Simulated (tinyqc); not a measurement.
# Capacitance measurement on a leaky thin oxide: effects of series resistance and leakage: two studies

The device is a capacitance C in parallel with a leakage conductance G, in series with Rs and Ls. An impedance meter reports either a parallel pair (Cp, Gp) from Y = 1/Z = Gp + i w Cp or a series pair (Cs, Rm) from Z = Rm + 1/(i w Cs); w = 2 pi f, dissipation D = Gp/(w |Cp|).

Parameters, values chosen for the exercise; values of the order met in thin-oxide MOS capacitors:
```
symbol  value    unit                                                                 meaning
eox       3.9          relative permittivity of the gate insulator (close to silicon dioxide)
tox       1.3      nm                                                     insulator thickness
A        2500    um^2                                                               gate area
zc       0.36      nm              oxide-equivalent thickness added by the accumulation layer
zp       0.28      nm                      oxide-equivalent thickness added by gate depletion
Jg        9.2  A/cm^2              gate leakage current density, not matched to the thickness
Vs       0.45       V                               voltage for an e-fold rise of the leakage
Rs         67     ohm                                                       series resistance
Ls         44      nH                                                       series inductance
f       50000      Hz                                                     measuring frequency
```

Constants: eps0 = 8.8541878128e-14 F/cm where lengths are in cm. Results are converted to the units shown.

Each table varies one quantity; the others keep the values above.

## Readings against frequency

EOT = 3.9 tox/eox; CET = EOT + zc + zp; C = 3.9 eps0 A/CET; G = Jg A/Vs. Z = Rs + i w Ls + 1/(G + i w C); CET read from Cp = 3.9 eps0 A/Cp; errors under 0.001 % are printed as 0.

The same in every row: C (pF) = 44.50.

Readings against frequency:
```
f (Hz)	Cp (pF)	Cs (pF)	D	error of Cp (%)	error of Cs (%)	CET read from Cp (nm)
1000	41.59	1.487e8	1891	-6.54	3.34e8	2.076
3000	41.59	1.653e7	630.4	-6.54	3.71e7	2.076
10000	41.59	1.487e6	189.1	-6.54	3.34e6	2.076
30000	41.59	1.653e5	63.04	-6.54	3.71e5	2.076
1e5	41.59	1.492e4	18.91	-6.54	3.34e4	2.076
3e5	41.59	1697	6.309	-6.54	3710	2.076
1e6	41.58	193.3	1.910	-6.56	334	2.076
3e6	41.49	61.08	0.6871	-6.76	37.3	2.081
1e7	40.52	46.36	0.3794	-8.94	4.17	2.130
3e7	33.08	48.02	0.6719	-25.7	7.91	2.610
```

Read the table: what changes, and by how much?

D goes from 1890 through a minimum of 0.379 (at f = 1e7 Hz among the rows listed) to 0.672; without inductance its minimum lies at f = sqrt(G (1 + G Rs)/Rs)/(2 pi C) = 1.00e7 Hz. The error of Cp goes from -6.54 to -25.7 % and that of Cs from 3.34e8 to 7.91 %; at low frequency Cp tends to C/(1 + G Rs)^2 and Cs grows as 1 + (G/(w C))^2. Neither reading comes within 2 % of C in any row. At the highest frequencies Ls raises both readings, by about w^2 Ls C in relative terms. For f = 1000, 3000, 10000, 30000, 1e5, 3e5, 1e6 D exceeds 1, where the accuracy of real meters degrades in proportion to sqrt(1 + D^2).

## Effect of the gate area

Same model as above.

Rs is held fixed.

Effect of the gate area:
```
A (um^2)	C (pF)	Cp (pF)	Cs (pF)	D	error of Cp (%)	error of Cs (%)	CET read from Cp (nm)
20	0.3560	0.3558	476.2	36.57	-0.0550	1.34e5	1.941
70	1.246	1.244	1667	36.60	-0.192	1.34e5	1.944
200	3.560	3.540	4762	36.66	-0.548	1.34e5	1.951
600	10.68	10.51	1.429e4	36.86	-1.63	1.34e5	1.972
2000	35.60	33.72	4.763e4	37.57	-5.28	1.34e5	2.048
5000	89.00	77.91	1.191e5	39.09	-12.5	1.34e5	2.216
10000	178.0	137.5	2.383e5	41.62	-22.7	1.34e5	2.510
40000	712.0	295.9	9.564e5	56.84	-58.4	1.34e5	4.668
```

What does the table show?

As A goes from 20 to 40000, the error of Cp goes from -0.0550 to -58.4 %, that of Cs from 1.34e5 to 1.34e5 %, and D rises from 36.6 to 56.8. The CET read from Cp goes from 1.94 to 4.67 nm against the true 1.94 nm. G/(w C) does not depend on the area, while G Rs and w C Rs and w^2 Ls C grow with it. In every row D exceeds 1, where the accuracy of real meters degrades in proportion to sqrt(1 + D^2).

Program tinyqc, `OMP_NUM_THREADS=1 python tinyqc.py 2022020 2022021 out.jsonl`; Intel Xeon 2.30GHz, shared host, one thread, about 0.01 s.
